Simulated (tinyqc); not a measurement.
## Free and trapped electrons in a MOS channel with a dense trap tail: free and trapped charge against gate voltage

p-type body, charge-sheet picture, full ionisation (an idealisation for deep acceptors), Boltzmann statistics for free electrons. e = Ec - EF at the surface. Acceptor-like traps of density D(E) = D0 + De exp(-E/Ew) at depth E below Ec, from 0 to Eu, hold n_t = integral of D(E)/(1 + exp((e - E)/Vt)). psi = Eg - Vt ln(Nv/Na) - e; N_dep = sqrt(2 eps0 eps_r Na (psi - Vt)/q); n_f = sqrt(N_dep^2 + 2 eps0 eps_r Vt Nc exp(-e/Vt)/q) - N_dep; Vg = Vfb + psi + q (N_dep + n_t + n_f)/Cox, Cox = eps0 eox/tox.

Free share n_f/(n_f + n_t); swing ln 10 n_f/(dn_f/dVg); field-effect mobility mf q (dn_f/dVg)/Cox, for a constant mf; oxide field q (N_dep + n_t + n_f)/(eps0 eox).

Values chosen for this exercise; band and dielectric values close to those of 4H silicon carbide: temperature T = 300 K; band gap Eg = 3.3 eV; relative permittivity eps_r = 9.77; conduction-band density of states at T Nc = 1.71e19 cm^-3; valence-band density of states at T Nv = 2.54e19 cm^-3; relative permittivity of the insulator eox = 3.9; insulator thickness tox = 30 nm; acceptor density Na = 5.8e16 cm^-3; flat-band voltage without trapped charge Vfb = -2.05 V; constant background density of acceptor-like traps D0 = 6.1e10 cm^-2 eV^-1; density of the tail at the conduction edge De = 4.4e13 cm^-2 eV^-1; decay energy of the tail Ew = 0.12 eV; depth below Ec down to which the traps reach Eu = 0.71 eV; mobility of free electrons mf = 86 cm^2/(V s).

Constants: q = 1.602176634e-19 C, kB = 1.380649e-23 J/K, Vt = kB T/q, eps0 = 8.8541878128e-14 F/cm where lengths are in cm. Results are converted to the units shown.

Result of one run:
columns A: Vg (V); B: e (eV); C: n_f (cm^-2); D: n_t (cm^-2); E: free share (%); F: swing (mV/decade); G: field-effect mobility (cm^2/(V s)); H: oxide field (MV/cm)
```
A          B         C         D      E     F      G      H
9.1  0.03374  4.063e11  3.981e12  9.262  3605  31.07  2.680
```

What becomes of these results when the gate voltage Vg is changed from 9.1 to 8.1 V, all else the same?

Result of the changed run:
columns A: Vg (V); B: e (eV); C: n_f (cm^-2); D: n_t (cm^-2); E: free share (%); F: swing (mV/decade); G: field-effect mobility (cm^2/(V s)); H: oxide field (MV/cm)
```
A          B         C         D      E     F      G      H
8.1  0.05414  1.981e11  3.490e12  5.372  2857  19.11  2.354
```

The whole series:
columns A: Vg (V); B: e (eV); C: n_f (cm^-2); D: n_t (cm^-2); E: free share (%); F: swing (mV/decade); G: field-effect mobility (cm^2/(V s)); H: oxide field (MV/cm)
```
A            B         C         D         E      F         G       H
2.9     0.3749   9.181e5  2.572e11  3.570e-4  258.9  9.775e-4  0.7274
3.9     0.2321   2.236e8  8.392e11   0.02664  656.3   0.09392   1.013
5       0.1573   3.989e9  1.555e12    0.2559   1155    0.9522   1.355
6       0.1138  2.116e10  2.215e12    0.9462   1640     3.556   1.674
7.1    0.07890  7.950e10  2.914e12     2.656   2230     9.826   2.029
8.1    0.05414  1.981e11  3.490e12     5.372   2857     19.11   2.354
9.1    0.03374  4.063e11  3.981e12     9.262   3605     31.07   2.680
10.2   0.01488  7.574e11  4.402e12     14.68   4607     45.32   3.041
11.2  2.716e-4  1.187e12  4.678e12     20.23   5727     57.11   3.369
```

n_f reaches 1e11 cm^-2 at Vg = 7.33 V, against 3.08 V without traps. The free share rises from 3.57e-4 to 20.2 % and the field-effect mobility rises from 9.78e-4 to 57.1 cm^2/(V s), although mf = 86 is constant: in the last row 66.4 % of Cox dVg goes into free electrons. The swing in the first row is 259 mV a decade (Vt ln 10 = 59.5). For Vg = 9.1, 10.2, 11.2 EF lies less than 2 Vt below the band edge, or above it, where degeneracy and confinement, left out, matter.

tinyqc, about 0.02 s, one thread, Intel Xeon 2.30GHz (shared host): `OMP_NUM_THREADS=1 python tinyqc.py 2222061 2222062 out.jsonl`
